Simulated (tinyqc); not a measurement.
Plane-wave Kohn-Sham cycle with exchange-only LDA in a layered model solid, step by step. Computed by tinyqc, a small Python program that keeps every step. Settings: points = 16, plane-wave index or count = 2, electrons = 4, k points = 2, area = 37.0, mixing = 1.0, iteration cap = 56. Command: `OMP_NUM_THREADS=1 python tinyqc.py 27434 27435 out.jsonl` (the two numbers bound the seeds that draw the settings). One thread of a shared host (Intel(R) Xeon(R) Processor @ 2.60GHz), about 0.02 s of CPU time with the checks. Later iterations appear only in the table of the cycle.

## Iteration 1: potential

A solid whose potential varies along x alone (atomic units):
```
parameter                      value
period a                   17.800000
cross-section of the cell  37.000000
electrons per cell                 4
grid points                       16
plane waves -n..n, n               2
k points                           2
V1 in V1 cos(2 pi x/a)     -0.310000
```

density at the start, on the grid x_j = j a/N (e/bohr^3): 0.006073  0.006073  0.006073  0.006073  0.006073  0.006073  0.006073  0.006073  0.006073  0.006073  0.006073  0.006073  0.006073  0.006073  0.006073  0.006073

V_H(G) = 4 pi rho(G)/G^2 for G != 0 (uniform background); v_x = -(3 rho/pi)^(1/3); V = V_ext + V_H + v_x; Fourier components f(G_m) = (1/N) sum_j f(x_j) exp(-i G_m x_j).

Potentials on the grid (hartree):
```
x          V_ext     V_H      v_x        V
0.0000   -0.3100  0.0000  -0.1797  -0.4897
1.1125   -0.2864  0.0000  -0.1797  -0.4661
2.2250   -0.2192  0.0000  -0.1797  -0.3989
3.3375   -0.1186  0.0000  -0.1797  -0.2983
4.4500         0  0.0000  -0.1797  -0.1797
5.5625    0.1186  0.0000  -0.1797  -0.0610
6.6750    0.2192  0.0000  -0.1797   0.0395
7.7875    0.2864  0.0000  -0.1797   0.1067
8.9000    0.3100  0.0000  -0.1797   0.1303
10.0125   0.2864  0.0000  -0.1797   0.1067
11.1250   0.2192  0.0000  -0.1797   0.0395
12.2375   0.1186  0.0000  -0.1797  -0.0610
13.3500        0  0.0000  -0.1797  -0.1797
14.4625  -0.1186  0.0000  -0.1797  -0.2983
15.5750  -0.2192  0.0000  -0.1797  -0.3989
16.6875  -0.2864  0.0000  -0.1797  -0.4661
```

V(G_m), m = 0, 1, 2, ... (hartree): -0.1797  -0.1550  0.0000  0.0000  0.0000

## Iteration 1: Hamiltonian at one k

k = 0.2500 2 pi / a

H(m,m') = (k + G_m)^2/2 delta + V(G_m - G_m'), with V(-G) = V(G).

H (hartree):
```
         -2       -1       +0       +1       +2
-2   0.0111  -0.1550   0.0000   0.0000   0.0000
-1  -0.1550  -0.1446  -0.1550   0.0000   0.0000
+0   0.0000  -0.1550  -0.1758  -0.1550   0.0000
+1   0.0000   0.0000  -0.1550  -0.0823  -0.1550
+2   0.0000   0.0000   0.0000  -0.1550   0.1357
```

## Iteration 1: levels at that k

Diagonalise the Hermitian matrix.

eigenvalues (hartree): -0.3932  -0.2034  -0.0264  0.1324  0.2348

## Iteration 1: new density

Motion across x is left out: the lowest 2 band(s) hold two electrons at each of the k points (j + 1/2)/nk - 1/2. Residual R = rho(out) - rho(in); rho(new) = rho(in) + 1 R. rho(out) = 2/(a A nk) sum |psi|^2 with psi = sum c exp(i G x). Harris energy E = band energy - dV sum rho (V_H/2 + v_x) + (3/4) dV sum rho v_x with rho(in), dV = a A/N, band energy = (2/nk) sum of the filled levels.

rho(out) (e/bohr^3): 0.011866  0.012722  0.013105  0.010153  0.005095  0.001397  0.000155  0.000022  0.000012  0.000022  0.000155  0.001397  0.005095  0.010153  0.013105  0.012722

density after iteration 1 (e/bohr^3): 0.011866  0.012722  0.013105  0.010153  0.005095  0.001397  0.000155  0.000022  0.000012  0.000022  0.000155  0.001397  0.005095  0.010153  0.013105  0.012722

energy per cell = -1.013552 hartree

## Iteration 2: potential

As before.

Potentials on the grid (hartree):
```
x          V_ext      V_H      v_x        V
0.0000   -0.3100   0.7497  -0.2246   0.2151
1.1125   -0.2864   0.7033  -0.2299   0.1871
2.2250   -0.2192   0.5542  -0.2322   0.1028
3.3375   -0.1186   0.3003  -0.2132  -0.0316
4.4500         0  -0.0141  -0.1694  -0.1836
5.5625    0.1186  -0.3153  -0.1101  -0.3068
6.6750    0.2192  -0.5471  -0.0529  -0.3809
7.7875    0.2864  -0.6883  -0.0276  -0.4295
8.9000    0.3100  -0.7354  -0.0223  -0.4477
10.0125   0.2864  -0.6883  -0.0276  -0.4295
11.1250   0.2192  -0.5471  -0.0529  -0.3809
12.2375   0.1186  -0.3153  -0.1101  -0.3068
13.3500        0  -0.0141  -0.1694  -0.1836
14.4625  -0.1186   0.3003  -0.2132  -0.0316
15.5750  -0.2192   0.5542  -0.2322   0.1028
16.6875  -0.2864   0.7033  -0.2299   0.1871
```

V(G_m), m = 0, 1, 2, ... (hartree): -0.1448  0.1685  0.0169  -0.0036  -0.0027

## Iteration 2: Hamiltonian at one k

k = 0.2500 2 pi / a

As before.

H (hartree):
```
         -2       -1       +0       +1       +2
-2   0.0459   0.1685   0.0169  -0.0036  -0.0027
-1   0.1685  -0.1098   0.1685   0.0169  -0.0036
+0   0.0169   0.1685  -0.1410   0.1685   0.0169
+1  -0.0036   0.0169   0.1685  -0.0475   0.1685
+2  -0.0027  -0.0036   0.0169   0.1685   0.1706
```

## Iteration 2: levels at that k

As before.

eigenvalues (hartree): -0.3648  -0.1952  -0.0061  0.1881  0.2963

## Iteration 2: new density

As before.

rho(out) (e/bohr^3): 0.000005  0.000015  0.000146  0.001416  0.005211  0.010345  0.013181  0.012518  0.011508  0.012518  0.013181  0.010345  0.005211  0.001416  0.000146  0.000015

density after iteration 2 (e/bohr^3): 0.000005  0.000015  0.000146  0.001416  0.005211  0.010345  0.013181  0.012518  0.011508  0.012518  0.013181  0.010345  0.005211  0.001416  0.000146  0.000015

energy per cell = -1.854496 hartree

## Convergence

Stop when sqrt(dV sum R^2) is below 1e-8, dV = a A/N.

Course of the cycle:
```
iteration  E (hartree)  norm of the residual
1            -1.013552              1.41e-01
2            -1.854496              2.79e-01
3            -3.445805              2.91e-01
4            -2.147456              2.93e-01
5            -3.512970              2.93e-01
6            -2.148638              2.93e-01
7            -3.513095              2.93e-01
8            -2.148641              2.93e-01
9            -3.513095              2.93e-01
10           -2.148641              2.93e-01
11           -3.513095              2.93e-01
...                ...                   ...
46           -2.148641              2.93e-01
47           -3.513095              2.93e-01
48           -2.148641              2.93e-01
49           -3.513095              2.93e-01
50           -2.148641              2.93e-01
51           -3.513095              2.93e-01
52           -2.148641              2.93e-01
53           -3.513095              2.93e-01
54           -2.148641              2.93e-01
55           -3.513095              2.93e-01
56           -2.148641              2.93e-01
```

Not converged within 56 iterations: the residual has stopped falling: the iteration swings between two states. Reruns (cap 100 unless said): mixing 0.1: not converged; mixing 0.5, Kerker q0 1.0: converged in 59 (E = -0.60532); mixing 0.3, Pulay depth 5: converged in 13 (E = -0.60532); the original settings with a cap of 400: not converged.
